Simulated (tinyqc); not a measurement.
Thinning the film: dielectric confinement in a thin film (image charges).

A film |z| < t/2 of dielectric constant eps between half-spaces of dielectric constant e2; lam = (eps - e2)/(eps + e2), q = e^2/(4 pi eps0). The self-energy of a band edge is taken with the high-frequency value, e2 = eh, and the field of a fixed ion with the static one, e2 = eo. A charge at z has images lam^|n| at n t + (-1)^n z. Its self-energy is S(z) = (q/2 eps) sum over n >= 1 of lam^n [1/(n t - 2z) + 1/(n t + 2z)] for odd n and 2 lam^n/(n t) for even n; at the centre S(0) = -(q/(eps t)) ln(1 - lam).

Donor at the centre, lam from the static eo, trial function cos(pi z/t) exp(-rho/l): E(l) = c/(m l^2) - (q/eps) times the integral over k of F(k t) (1 + (k l/2)^2)^(-3/2), with F(x) = F0 + 2 lam exp(-x) G/(1 - lam exp(-x)), F0 = 2[(1 - exp(-x/2))/x + x (1 + exp(-x/2))/(x^2 + 4 pi^2)], G = 2 sinh(x/2)[1/x - x/(x^2 + 4 pi^2)]; c = hbar^2/2m0. The binding energy is -E at the minimum, counted from the subband edge with its self-energy.

Constants: e^2/(4 pi eps0) = 14.39964547 eV angstrom; hbar^2/2m0 = 3.80998211 eV angstrom^2; Ry = 13.60569312 eV.

Parameters, chosen for this exercise (near those of a Ge film between layers of SiO2; shifted at random, so the results belong to these values and not to a real crystal):
```
symbol  value                          unit      meaning
eps     16.3                                     dielectric constant of the film
eh      2.1                                      high-frequency dielectric constant outside
eo      3.8                                      static dielectric constant outside
m       0.144                          m0        mass in the plane
mz      0.119                          m0        mass across the film
ts      (12, 18, 26, 38, 55, 80, 120)  angstrom  thicknesses
```

<S> is the mean over (2/t) cos^2(pi z/t); confinement c (pi/t)^2/mz; donor binding with and without images.

Results:
```
t (angstrom)  <S> (meV)  confinement (meV)  binding, no images (meV)  binding (meV)  l (angstrom)
12                121.4             2194.4                      24.7          110.3          23.1
18                 80.9              975.3                      23.1           87.7          26.8
26                 56.0              467.4                      21.5           70.6          30.7
38                 38.3              218.8                      19.5           55.9          35.4
55                 26.5              104.5                      17.5           44.3          40.8
80                 18.2               49.4                      15.4           34.7          47.1
120                12.1               21.9                      13.1           26.5          55.1
```

What can be read from this table?

Between 120 and 12 angstrom the binding goes from 26.5 to 110.3 meV; quantum confinement alone would take it from 13.1 to 24.7, so the images supply +13.4 and +85.6 meV. |<S>| goes as 1/t and exceeds the confinement energy beyond 217 angstrom. Hard-wall energies above 300 meV (up to t = 26 angstrom) overstate the confinement: walls are finite and valleys non-parabolic.

Computed by tinyqc, a small Python program: `OMP_NUM_THREADS=1 python tinyqc.py 1251232 1251233 out.jsonl` (the numbers bound the seed that draws the inputs); one thread of a shared host (Intel(R) Xeon(R) Processor @ 2.30GHz), about 0.07 s for the whole set of steps.
